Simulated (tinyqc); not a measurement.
p-n diode with diffusion and depletion-layer recombination: currents and ideality against junction voltage.

Abrupt junction in the depletion approximation, low injection, full ionisation, neutral widths fixed, ohmic contact on the p side. Vj is the junction voltage; where a series resistance Rs is given, V = Vj + J Rs is the terminal voltage.

ni = sqrt(Nc Nv) exp(-Eg/(2 Vt)), Eg in volts; D = mu Vt; Ln = sqrt(Dn tn), Lp = sqrt(Dp tp); J0n = q ni^2 Dn coth(wp/Ln)/(Ln Na); J0p = (q ni^2 Dp/(Lp Nd)) (s + tanh(wn/Lp))/(1 + s tanh(wn/Lp)), s = Sp Lp/Dp. J_diff = (J0n + J0p)(exp(Vj/Vt) - 1). Vbi = Vt ln(Na Nd/ni^2), W = sqrt(2 eps0 eps_r (Vbi - Vj)(1/Na + 1/Nd)/q), xp = W Nd/(Na + Nd), xn = W Na/(Na + Nd); u(x) = q Na (x + xp)^2/(2 eps0 eps_r) for x < 0 and Vbi - Vj - q Nd (xn - x)^2/(2 eps0 eps_r) for x > 0; p = Na exp(-u/Vt), n = Nd exp((u - Vbi + Vj)/Vt); U = ni^2 (exp(Vj/Vt) - 1)/(tp (n + ni exp(Et/Vt)) + tn (p + ni exp(-Et/Vt))); J_scr = q times the integral of U from -xp to xn. J = J_diff + J_scr. Ideality = (1/Vt) dVj/d ln J or (1/Vt) dV/d ln J; last column ni^2 exp(Vj/Vt)/N^2.

Values chosen for this exercise; band and dielectric values close to those of gallium arsenide: temperature T = 450 K; band gap Eg = 1.42 eV; relative permittivity eps_r = 13.1; conduction-band density of states at T Nc = 8.03e17 cm^-3; valence-band density of states at T Nv = 1.62e19 cm^-3; acceptor density Na = 2.2e17 cm^-3; donor density Nd = 4e16 cm^-3; electron mobility in the p side mun = 3100 cm^2/(V s); hole mobility in the n side mup = 300 cm^2/(V s); electron lifetime tn = 1e-9 s; hole lifetime tp = 8e-8 s; neutral width of the p side wp = 99 um; neutral width of the n side wn = 0.65 um; recombination velocity at the n contact Sp = 1e5 cm/s; series resistance Rs = 0.016 ohm cm^2; trap level above the intrinsic level Et = -0.01 eV.

Constants: q = 1.602176634e-19 C, kB = 1.380649e-23 J/K, Vt = kB T/q, eps0 = 8.8541878128e-14 F/cm where lengths are in cm. Results are converted to the units shown.

Result of one run:
```
Vj (V),J_diff (A/cm^2),J_scr (A/cm^2),J (A/cm^2),V (V),ideality against Vj,ideality against V,"minority/doping, lighter side"
0.59,0.003370,0.001505,0.004876,0.5901,1.168,1.170,4.116e-6
```

What becomes of these results when the junction voltage at which recombination is evaluated Vj is changed from 0.59 to 0.36 V, all else the same?

Result of the changed run:
```
Vj (V),J_diff (A/cm^2),J_scr (A/cm^2),J (A/cm^2),V (V),ideality against Vj,ideality against V,"minority/doping, lighter side"
0.36,8.948e-6,6.457e-5,7.352e-5,0.3600,1.694,1.694,1.093e-8
```

The whole series:
```
Vj (V),J_diff (A/cm^2),J_scr (A/cm^2),J (A/cm^2),V (V),ideality against Vj,ideality against V,"minority/doping, lighter side"
0.28,1.136e-6,2.119e-5,2.233e-5,0.2800,1.747,1.747,1.389e-9
0.36,8.948e-6,6.457e-5,7.352e-5,0.3600,1.694,1.694,1.093e-8
0.44,7.042e-5,1.931e-4,2.635e-4,0.4400,1.526,1.526,8.602e-8
0.52,5.542e-4,5.759e-4,0.001130,0.5200,1.314,1.315,6.769e-7
0.59,0.003370,0.001505,0.004876,0.5901,1.168,1.170,4.116e-6
0.67,0.02652,0.004560,0.03108,0.6705,1.072,1.085,3.240e-5
0.75,0.2087,0.01403,0.2228,0.7536,1.029,1.121,2.549e-4
0.83,1.643,0.04405,1.687,0.8570,1.012,1.708,0.002006
0.9,9.988,0.1209,10.11,1.062,1.005,5.176,0.01220
```

The ideality against Vj falls from 1.75 to 1.01. Diffusion overtakes recombination in the layer between Vj = 0.52 and 0.59 V. J_scr alone has an ideality of 1.85 between the first two rows and 1.79 between the last two. From Vj = 0.83 V the series resistance raises the terminal ideality by over a tenth; there J Rs = 0.70 Vt.

Computed by the program tinyqc: `OMP_NUM_THREADS=1 python tinyqc.py 2260003 2260004 out.jsonl`, one thread of a shared Intel Xeon 2.30GHz, about 0.01 s for the whole run.
